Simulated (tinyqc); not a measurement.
Hydrogenic impurity: series, fields, screening, photoionisation and donor-acceptor pairs: one step, computed by the program tinyqc.

One isotropic, parabolic band. Effective units: Ry* and a*, in which H = -nabla^2 - 2/r.

Problem. Effective units and the series. Ry* = Ry m/eps^2, a* = a_0 eps/m; level n is bound by Ry*/n^2; <r> = (3/2) a* in 1s; lines 1s -> np at Ry* (1 - 1/n^2); 1 THz = 4.135667696 meV.

Inputs (values chosen for the exercise, modelled on InP): electron mass m = 0.0795 m_0; dielectric constant eps = 12.6.

Parts treated: screening and pairs.

Constants: Ry = 13.605693123 eV; a_0 = 0.529177210903 angstrom; h x 1 THz = 4.135667696 meV.

Give: Ry*; a*; <r> of 1s; Series.

Solution.

Ry* = 6.813 meV

a* = 83.87 angstrom

<r> of 1s = 125.8 angstrom

Series:
```
n  binding (meV)  line from 1s (meV)  line (THz)
2          1.703               5.110       1.236
3          0.757               6.056       1.464
4          0.426               6.387       1.544
5          0.273               6.541       1.582
```
